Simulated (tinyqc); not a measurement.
Stepped quantum well by finite differences, step by step. Values are carried at full precision from step to step, so a last printed digit may differ when a step is redone from the rounded ones.

Finite differences on points z_i at the centres of cells of width h: H_ii = (c/h^2)(1/m_(i-1/2) + 1/m_(i+1/2)) + V_i, H_(i,i+1) = -(c/h^2)/m_(i+1/2), where m_(i+1/2) is the mean of the masses at the two points (the end values are repeated outwards), psi = 0 on the points beyond both ends, c = hbar^2/2m0. The field adds e F (z - z0) with z0 the middle of the structure; 1 kV/cm = 1e-5 eV/angstrom.

Constants: hbar^2/2m0 = 3.80998211 eV angstrom^2.

Parameters, chosen for this exercise (near those of a strained Si well in SiGe; the results hold for these values, not for the real material): layers = ((18, 0.186, 0.944), (12, 0, 0.914), (24, 0.067, 0.9248), (18, 0.186, 0.944)) (each layer: thickness in angstrom, band edge in eV, mass in m0); F = 0 kV/cm (field along z); h = 6 angstrom (cell width of the coarse grid); hf = 0.375 angstrom (cell width of the fine grid).

## The coarse grid

List the points, the potential with the field, and the masses.

Grid:
```
i   z (angstrom)  V (eV)  m (m0)
1            3.0  0.1860  0.9440
2            9.0  0.1860  0.9440
3           15.0  0.1860  0.9440
4           21.0  0.0000  0.9140
5           27.0  0.0000  0.9140
6           33.0  0.0670  0.9248
7           39.0  0.0670  0.9248
8           45.0  0.0670  0.9248
9           51.0  0.0670  0.9248
10          57.0  0.1860  0.9440
11          63.0  0.1860  0.9440
12          69.0  0.1860  0.9440
```

## The tridiagonal Hamiltonian

Form the diagonal and the neighbouring elements; V in the grid already includes the field.

diagonal H_ii (eV): 0.4102  0.4102  0.4120  0.2297  0.2309  0.2965  0.2959  0.2959  0.2947  0.4114  0.4102  0.4102

H_(i,i+1) (eV): -0.1121  -0.1121  -0.1139  -0.1158  -0.1151  -0.1144  -0.1144  -0.1144  -0.1133  -0.1121  -0.1121

## Lowest levels on the coarse grid

Diagonalise the symmetric tridiagonal matrix; give the three lowest levels and the weights u_i^2 (sum 1) of the two lowest.

levels (eV): 0.0529  0.1102  0.1820

weights on the points:
```
             1      2      3      4      5      6      7      8      9     10     11     12
level 1  0.000  0.004  0.035  0.273  0.378  0.181  0.083  0.034  0.011  0.001  0.000  0.000
level 2  0.001  0.005  0.025  0.123  0.043  0.019  0.184  0.314  0.230  0.046  0.009  0.001
```

## Halving the cell width

The same with h, h/2, ..., h/32. The end points move with h, since psi vanishes half a cell beyond the structure. Richardson value (4 E(h/32) - E(h/16))/3.

Convergence:
```
cell (angstrom)  points  E1 (eV)  E2 (eV)  E1 - finest (meV)
6.0000               12  0.05288  0.11022             -4.353
3.0000               24  0.05612  0.11410             -1.118
1.5000               48  0.05695  0.11516             -0.283
0.7500               96  0.05717  0.11545             -0.069
0.3750              192  0.05722  0.11553             -0.014
0.1875              384  0.05724  0.11555              0.000
```

Richardson values of E1, E2 (eV): 0.05724  0.11556

The coarse grid is 4.4 meV too low in E1. The last differences between rows shrink by a factor 3.8 (4 for a pure h^2 error, 2 for one linear in h).

## Positions and dipoles on the fine grid

With h sum psi^2 = 1: <z - z0> of three levels, |z_12| and |z_13|, the mass m1 from 1/m1 = <1|1/m|1>, and f_1j = (m1/c)(E_j - E_1) z_1j^2.

levels (eV): 0.0572  0.1155  0.1942

<z - z0> (angstrom): -7.2  4.6  1.5

|z_12|, |z_13| (angstrom): 7.23  2.34

m1 = 0.9196 m0

f_12, f_13: 0.736  0.181

Parity is broken, so the 1-3 transition is allowed, with 0.25 times the strength of 1-2. E2 - E1 = 58.3 meV, a wavelength of 21.3 micrometre (hc = 1239.841984 eV nm). Level 3 lies above the lowest point of the outer barriers, so it is a resonance or a state of the finite grid, and values that rest on it depend on the ends of the grid.

## Checks

- E1 at zero field on the grid h/32 against transfer matrices between the same hard ends, eV: both 0.0572.

Run: tinyqc, `OMP_NUM_THREADS=1 python tinyqc.py 1281257 1281258 out.jsonl`; Intel(R) Xeon(R) Processor @ 2.30GHz, one thread, shared host; about 0.01 s of CPU time with all checks.
